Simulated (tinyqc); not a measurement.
# CMOS latch-up, two-transistor model: what changes with what

A parasitic pnp (emitter at Vdd, base shunted by Rw) and npn (emitter at ground, base shunted by Rs) feed each other: the npn collector current flows out of the pnp base node, the pnp collector current into the npn base node. Forward-active transistors with constant gains: Icn = Isn exp(Vn/Vt), Icp = Isp (exp(Vp/Vt) - 1). A current Ii is injected into the npn base node.

Parameters, values chosen for the exercise; values close to those of bulk CMOS: temperature T = 293 K; current gain of the npn bn = 1.2; current gain of the pnp bp = 1.7; saturation current of the npn at T Isn = 2.6e-15 A; saturation current of the pnp at T Isp = 6.3e-16 A; substrate resistance shunting the npn Rs = 63 ohm; well resistance shunting the pnp Rw = 630 ohm; resistance from the pnp collector to the npn base R2 = 80 ohm; base-emitter voltage in the on state Von = 0.71 V; saturation voltage Vsat = 0.16 V; supply voltage Vdd = 3.3 V.

Constants: q = 1.602176634e-19 C, kB = 1.380649e-23 J/K, Vt = kB T/q. Results are converted to the units shown.

Each table varies one quantity; the others keep the values above.

## Effect of the current gain of the pnp

Node equations: Vp/Rw + Icp/bp = Icn and Vn/Rs + Icn/bn = Icp + Ii. Loop gain G = gn gp/[(1/Rw + gp/bp)(1/Rs + gn/bn)], gn = Icn/Vt, gp = (Icp + Isp)/Vt; the off state ends where G = 1, and Ii there is the trigger current. On state with both base-emitter voltages at Von: npn base current Ib = (Von/Rs + bp Von/Rw)/(bn bp - 1), holding current Ih = (bn + 1) Ib + Von/Rs, holding voltage Vh = Vsat + Von + R2 (Ib + Von/Rs).

Results:
```
bp	Vn at trigger (V)	trigger current (mA)	Ih (mA)	Vh (V)
1.1	0.6896	11.67	97.27	4.899
1.6	0.6774	11.55	42.53	2.908
2.4	0.6753	11.52	27.62	2.366
5.4	0.6742	11.49	18.24	2.025
8.1	0.6740	11.49	16.42	1.959
12	0.6739	11.49	15.34	1.920
```

Estimate the missing row, bp = 3.6.

Computed row:
```
bp	Vn at trigger (V)	trigger current (mA)	Ih (mA)	Vh (V)
3.6	0.6746	11.50	21.43	2.141
```

With this row back in the table: As bp goes from 1.1 to 12, the trigger current falls from 11.7 to 11.5 mA, Ih falls from 97.3 to 15.3 mA and Vh falls from 4.90 to 1.92 V. Vh exceeds the supply Vdd = 3.3 V, which then cannot sustain a latched state, in 1 of the 7 rows. For bp = 0.5, 0.74 the product of the gains is about one or less, so there is no latched state. For bp = 1.1 the holding current passes 50 mA, where high injection lowers the gains.

## Effect of the resistance from the pnp collector to the npn base

Same model as above.

The same in every row: Vn at trigger (V) = 0.6769; trigger current (mA) = 11.54; Ih (mA) = 39.16.

Results:
```
R2 (ohm)	Vh (V)
5	0.9897
14	1.205
37	1.756
100	3.265
740	18.59
2000	48.77
```

Estimate the missing row, R2 = 270 ohm.

Computed row:
```
R2 (ohm)	Vh (V)
270	7.336
```

With this row back in the table: As R2 goes from 5 to 2000 ohm, the trigger current stays at 11.5 mA, Ih stays at 39.2 mA and Vh rises from 0.990 to 48.8 V. Vh exceeds the supply Vdd = 3.3 V, which then cannot sustain a latched state, in 3 of the 7 rows.

Computed by the program tinyqc: `OMP_NUM_THREADS=1 python tinyqc.py 2670010 2670011 out.jsonl`, one thread of a shared Intel Xeon 2.30GHz, about 0.04 s for the whole run.
